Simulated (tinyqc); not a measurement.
# Tunnelling through a gate dielectric, WKB transmission and Tsu-Esaki current, step by step

tinyqc, about 0.01 s, one thread, Intel Xeon 2.30GHz (shared host): `OMP_NUM_THREADS=1 python tinyqc.py 2540024 2540025 out.jsonl` Printed values are rounded.

Electrons leave the emitter at x = 0. Energies E (motion across the layers) are in eV from the emitter Fermi level; the collector Fermi level lies at -V and offers states at every E. No charge in the dielectric and no image force: F1 = V/t1, U = phi1 - F1 x. With C = hbar^2/(2 m0), kappa = sqrt(m (U - E)/C) where U > E and 0 elsewhere; T(E) = exp(-S), S = 2 times the integral of kappa over x.

Values chosen for this exercise; dielectric values close to those of aluminium oxide: temperature T = 400 K; Fermi energy of the emitter above its band bottom Ef = 0.35 eV; emitter mass in the supply function me = 1 m0; barrier of layer 1 above the emitter Fermi level at zero bias phi1 = 2.59 eV; tunnelling mass of layer 1 m1 = 0.4 m0; thickness of layer 1 t1 = 3.3 nm; voltage across the dielectric V = 0.5 V; energy of the electron followed E = 0 eV; cells in each layer nc = 5; lower end of the energy grid Ea = -0.35 eV; upper end of the energy grid Eb = 0.41 eV; points of the energy grid nE = 9.

Constants: q = 1.602176634e-19 C, kB = 1.380649e-23 J/K, hbar = 1.054571817e-34 J s, m0 = 9.1093837015e-31 kg, Vt = kB T/q, hbar^2/(2 m0) = 0.0380998212 eV nm^2. Results are converted to the units shown.

## Fields and band edges

F1 = V/t1, U = phi1 - F1 x.

F1 = 1.51515 MV/cm
U at x = t1 = 2.09 eV

## WKB exponent by the midpoint rule

Cut each layer into nc equal cells, take U and kappa at the cell centres, and sum S = 2 sum kappa h.

x, cell 0 to 4 (nm): [0.33000, 0.99000, 1.65000, 2.31000, 2.97000]
U, cell 0 to 4 (eV): [2.54000, 2.44000, 2.34000, 2.24000, 2.14000]
kappa, cell 0 to 4 (1/nm): [5.16399, 5.06132, 4.95652, 4.84945, 4.73997]
S = 32.6980
T(E) = 6.30120e-15

## WKB exponent in closed form

Each layer adds (2/F) sqrt(m/C) [G(u at its left edge) - G(u at its right edge)] to S, with u = U - E (0 where negative) and G(u) = (2/3) u^1.5. The slope follows from 1/d = -dS/dE.

S = 32.6974
T(E) = 6.30515e-15
energy d over which T(E) grows by a factor e = 0.14286 eV

The midpoint rule gives S = 32.698, so its T(E) is 0.063 % below this value. The band edge stays above E through the whole stack: direct tunnelling through a trapezoid.

## Current density on a coarse energy grid

J = J0 times the integral of T(E) N(E) dE, N = ln[(1 + exp(-E/Vt))/(1 + exp((-E - V)/Vt))], J0 = q^2 me m0 kB T/(2 pi^2 hbar^3) (times 1e-4 for A/cm^2 per eV), by Simpson's rule on nE equally spaced points from Ea to Eb.

E, point 0 to 8 (eV): [-0.350000, -0.255000, -0.160000, -0.065000, 0.030000, 0.125000, 0.220000, 0.315000, 0.410000]
T(E), point 0 to 8: [5.92830e-16, 1.10823e-15, 2.09591e-15, 4.01285e-15, 7.78382e-15, 1.53091e-14, 3.05574e-14, 6.19635e-14, 1.27792e-13]
N, point 0 to 8: [10.1412, 7.39767, 4.65135, 2.02699, 0.349818, 0.0262636, 0.00168949, 1.07436e-4, 6.82693e-6]
T(E) N, point 0 to 8: [6.01200e-15, 8.19831e-15, 9.74881e-15, 8.13399e-15, 2.72292e-15, 4.02070e-16, 5.16263e-17, 6.65713e-18, 8.72425e-19]
J0 = 5.57821e8 A/(cm^2 eV)
J = 1.73152e-6 A/cm^2

The integrand peaks at E = -0.160 eV among these points. A converged quadrature from -Ef to above the barrier gives 1.720e-6 A/cm^2; this grid is 0.69 % above that.
